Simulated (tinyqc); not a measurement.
Worked calculation: Tamm state at the end of a one-band chain. Values are carried at full precision from step to step, so a last printed digit may differ when a step is redone from the rounded ones.

A half-infinite chain with site energy 0 and hopping -t, band E = -2t cos(ka); the end site has energy D. The surface Green function of the unperturbed half chain is g = (E -/+ sqrt(E^2 - 4t^2))/(2t^2), the root with |t g| <= 1 and Im g <= 0, and with the shift G = g/(1 - D g).

Inputs chosen for the exercise: t = 1.65 eV (hopping); D = -4.93 eV (shift of the end site); a = 2.7 angstrom (spacing); N = 10 (sites); E = -0.41 eV (energy in the band).

## The bound state

Amplitudes z^n solve the chain for E = -t (z + 1/z); the end site demands z = -t/D, bound if |z| < 1. Then E = D + t^2/D, weight on the end site 1 - z^2, decay length -a/ln|z|.

z = 0.3347
E = -5.4822 eV
weight on the end site = 0.8880
decay length of the amplitude = 2.467 angstrom

The state lies 2.1822 eV below the band, and its amplitude keeps its sign from site to site.

## A finite chain

Write H for N sites.

H (eV), lower triangle:
```
         1       2       3       4       5       6       7       8       9  10
1   -4.930
2   -1.650       0
3        0  -1.650       0
4        0       0  -1.650       0
5        0       0       0  -1.650       0
6        0       0       0       0  -1.650       0
7        0       0       0       0       0  -1.650       0
8        0       0       0       0       0       0  -1.650       0
9        0       0       0       0       0       0       0  -1.650       0
10       0       0       0       0       0       0       0       0  -1.650   0
```

## Levels of the finite chain

Diagonalise; give the weight of each level on site 1.

levels (eV): -5.4822  -3.1221  -2.6162  -1.8509  -0.9123  0.1055  1.1061  1.9974  2.6986  3.1462

weights on site 1: 0.8880  0.0051  0.0147  0.0211  0.0223  0.0195  0.0146  0.0092  0.0044  0.0011

The split-off level differs from the half-infinite value by 0.000 meV, the pull of the far end.

## Local density of states in the band

Form g and G at E; the surface density is -Im G/pi, the bulk density 1/(pi sqrt(4t^2 - E^2)).

g = -0.0753-0.6014i 1/eV
G = 0.1890-0.0655i 1/eV

densities (1/eV): clean end 0.1914, shifted end 0.0208, bulk 0.0972

## Checks

- Pole of G, 1 - D g(E) = 0, at the bound level: both 1.00000.

tinyqc: `OMP_NUM_THREADS=1 python tinyqc.py 1451383 1451384 out.jsonl`; about 0.01 s, one thread, shared Intel(R) Xeon(R) Processor @ 2.30GHz.
